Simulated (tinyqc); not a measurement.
# Read current of a NAND string, cells in series solved by shooting: two studies

Cells in series, numbered from 0 at the source line (0 V) to the bit line, each followed by a gap resistance Rg. A cell with gate Vg, threshold VT, source Vs and drain Vd passes I = 2 nf K Vt^2 [F(Vs) - F(Vd)]/(1 + th max(Vg - VT, 0)), F(V) = ln^2(1 + exp((Vg - VT - nf V)/(2 nf Vt))). The selected cell has Vg = Vr, the others Vg = Vp.

Parameters, values chosen for the exercise; values of the order met in vertical NAND strings: temperature T = 358 K; gain factor of a cell K = 5.3 uA/V^2; slope factor nf = 1.3; mobility reduction factor th = 0.08 1/V; resistance of the gap between cells Rg = 4.9 kohm; bit-line voltage Vbl = 0.7 V; pass voltage Vp = 7.6 V; threshold of an erased cell Ve = -2.4 V; threshold of the highest state Vh = 3.6 V; threshold of the selected cell Vx = 1.8 V; sensing current Is = 50 nA; read voltage on the selected word line Vr = 3.64 V.

Constants: q = 1.602176634e-19 C, kB = 1.380649e-23 J/K, Vt = kB T/q. Results are converted to the units shown.

Each table varies one quantity; the others keep the values above.

## Read current against the number of cells

For a trial current I start at 0 V and, cell by cell, solve for the drain: sqrt(F(Vd)) = sqrt(F(Vs) - I/k), k = 2 nf K Vt^2/(1 + th max(Vg - VT, 0)), Vd = [Vg - VT - 2 nf Vt ln(exp(sqrt F) - 1)]/nf, then add I Rg. The string current is the I for which the last node reaches Vbl. The apparent threshold is the Vr at which I = Is. Background: all other cells erased (VT = Ve) or all in the highest state (VT = Vh); ratio and shift are high over erased and high minus erased. The selected cell is in the middle, cell n/2.

Read current against the number of cells:
```
n,"I, others erased (uA)","I, others high (uA)",ratio,"apparent VT, erased (V)","apparent VT, high (V)",background shift (mV)
8,1.565,1.017,0.6496,1.956,1.963,7.443
16,0.9098,0.5434,0.5973,1.966,1.981,14.95
32,0.4943,0.2811,0.5687,1.986,2.016,30.15
64,0.2582,0.1430,0.5538,2.027,2.088,61.36
96,0.1747,0.09587,0.5487,2.068,2.162,93.70
128,0.1320,0.07211,0.5462,2.109,2.237,127.8
```

What does the comparison show?

With erased neighbours the current falls from 1.57 to 0.132 uA, as n^(-0.78) between the first two rows and n^(-0.97) between the last two (-1 once the series resistance rules). The ratio falls from 0.650 to 0.546 and the background shift rises from 7.44 to 128 mV.

## Effect of the position of the selected cell

Same model as above.

The string has 32 cells, numbered from the source.

Effect of the position of the selected cell:
```
j,"I, others erased (uA)","I, others high (uA)",ratio,"apparent VT, erased (V)","apparent VT, high (V)",background shift (mV)
0,0.5055,0.2836,0.5610,1.945,1.945,6.624e-6
4,0.5032,0.2831,0.5627,1.956,1.963,7.443
9,0.4999,0.2824,0.5649,1.968,1.985,16.84
13,0.4968,0.2817,0.5670,1.979,2.003,24.42
18,0.4924,0.2807,0.5699,1.991,2.025,34.00
22,0.4883,0.2796,0.5726,2.002,2.043,41.73
27,0.4824,0.2780,0.5764,2.014,2.066,51.49
31,0.4767,0.2764,0.5797,2.025,2.084,59.38
```

What does the comparison show?

From the source end to the bit-line end the apparent VT with high neighbours rises from 1.945 to 2.084 V and the background shift rises from 6.62e-6 to 59.4 mV. Cells and gaps on the source side raise the source of the selected cell, which costs nf times that voltage in gate drive; those on the drain side only lower its drain voltage.

Program tinyqc, `OMP_NUM_THREADS=1 python tinyqc.py 2142253 2142254 out.jsonl`; Intel Xeon 2.30GHz, shared host, one thread, about 0.4 s.
